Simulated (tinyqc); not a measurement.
## Gain of the pnp from the holding current

Problem. On state with both base-emitter voltages at Von: npn base current Ib = (Von/Rs + bp Von/Rw)/(bn bp - 1), holding current Ih = (bn + 1) Ib + Von/Rs. Find bp.

Parameters, values chosen for the exercise:
- bn = 22.7 (current gain of the npn)
- Rs = 97 ohm (substrate resistance shunting the npn)
- Rw = 820 ohm (well resistance shunting the pnp)
- Von = 0.62 V (base-emitter voltage in the on state)

Ih = 10.154678 mA

Solution. Ih gives Ib, and Ib (bn bp - 1) = Von/Rs + bp Von/Rw is linear in bp.

bp = 2.30

Numbers from tinyqc (`OMP_NUM_THREADS=1 python tinyqc.py 2670032 2670033 out.jsonl`; about 0.04 s on one thread of a shared Intel Xeon 2.30GHz).
